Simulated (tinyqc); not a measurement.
What moves the results: ionisation potential and affinity of a slab from the planar-averaged potential. A value that a table varies takes the place of the one given here.

A model of the planar-averaged electrostatic energy of an electron in a periodic cell of N1 periods of A (L1 = N1 n1 h) and N2 periods of vacuum (L2 = N2 n2 h), on z_j = j h: V(z) = f VA + (1 - f) VB + F t(z), VA = V1[0] + V1[1] cos(2 pi z/(n1 h)) + V1[2] cos(4 pi z/(n1 h)), VB the same with V2, n2 and z - L1. f = [tanh(z/w) - tanh((z - L1)/w) + tanh((z - L1 - L2)/w)]/2 + 1/2; t(z) = z - L1/2 in A and (L1/L2)(L1 + L2/2 - z) beyond, so that the cell is periodic.

Running mean over n points, periodic: for odd n the plain mean of the n points centred on j; for even n the n + 1 points with half weight at both ends. The macroscopic average applies the mean over n1 points and then over n2 points.

Parameters, chosen for this exercise (gap near that of GaAs; the results hold for these values, not for the real material): h = 0.3 angstrom (grid step); n1 = 6 (grid points per period of A); n2 = 7 (grid points per period of the vacuum filter); V1 = (-11.01, 1.06, -0.96) eV (mean and two harmonics of the potential in A); V2 = (0, 0, 0) eV (the same in vacuum); w = 0.32 angstrom (width of the interfaces); N1 = 4 (periods of A); N2 = 4 (periods of vacuum); F = 0 eV/angstrom (slope in A from opposite charges on the two interfaces).

## How thick the regions must be

N1 = N2 = N, no slope (F = 0); dV is read at j = floor(N n1/2) and N n1 + floor(N n2/2). The exact value is V2[0] - V1[0].

Results:
```
N  L1 (angstrom)  dV (eV)  error (meV)
1           1.80   5.0191     -5990.92
2           3.60  10.6896      -320.38
3           5.40  11.0082        -1.81
4           7.20  11.0100        -0.01
5           9.00  11.0100         0.00
6          10.80  11.0100         0.00
```

The error is below 10 meV from N = 3 on. The two windows together span 3.90 angstrom and must fit between the interface tails, which fall as exp(-2 z/w); the errors at N = 2, 3 and 4 are -320.38, -1.81 and -0.01 meV.

## The choice of windows

dV read at j = 12 and 38 after means over the numbers of points listed; ripple is the spread over the five points around each.

Results:
```
windows  dV (eV)  ripple in A (meV)  ripple in vacuum (meV)
none      10.910               1060                       0
6 only    11.010                  0                       0
7 only    11.299                433                       0
7, 8      10.990                 29                       0
6, 7      11.010                  0                       0
```

Which rows can be used, and how does a wrong window show?

The last row matches both periods and lies 0 meV from the value of a thick cell, V2[0] - V1[0] = 11.010 eV. Against it the raw potential errs by -0.10 eV. Within 20 meV of it lie: 6 only and 7, 8. A window one point too long leaves a ripple of 433 meV in A, against 0 meV in the last row: the ripple is the sign to look for. Rows to use, with under 30 meV of ripple in both regions once the tilt is taken off: 6 only, 7, 8 and 6, 7. A row with a large ripple can hit the right value only by chance.

tinyqc: `OMP_NUM_THREADS=1 python tinyqc.py 1851005 1851006 out.jsonl`; about 0.01 s, one thread, shared Intel(R) Xeon(R) Processor @ 2.30GHz.
